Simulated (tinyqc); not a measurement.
Worked calculation: extended Hueckel theory, for H4-. The parameters take no account of the charge, which enters only through the electron count, and nothing here shows that the anion is bound. One step of it, computed by the program tinyqc.

Problem. Wolfsberg-Helmholz matrix. H_ij = K' S_ij (H_ii + H_jj)/2 for i != j (the diagonal keeps H_ii), with K' = 2.

overlap S, order 1H 1s, 2H 1s, 3H 1s, 4H 1s:
```
[[1.000000, 0.544588, 0.091758, 0.018584],
 [0.544588, 1.000000, 0.365519, 0.091758],
 [0.091758, 0.365519, 1.000000, 0.544588],
 [0.018584, 0.091758, 0.544588, 1.000000]]
```

diagonal H_ii (eV): [-13.600000, -13.600000, -13.600000, -13.600000]

K = 2.000000

Give: H.

Solution.

H (eV), order 1H 1s, 2H 1s, 3H 1s, 4H 1s:
```
[[-13.600, -14.813, -2.496, -0.505],
 [-14.813, -13.600, -9.942, -2.496],
 [-2.496, -9.942, -13.600, -14.813],
 [-0.505, -2.496, -14.813, -13.600]]
```
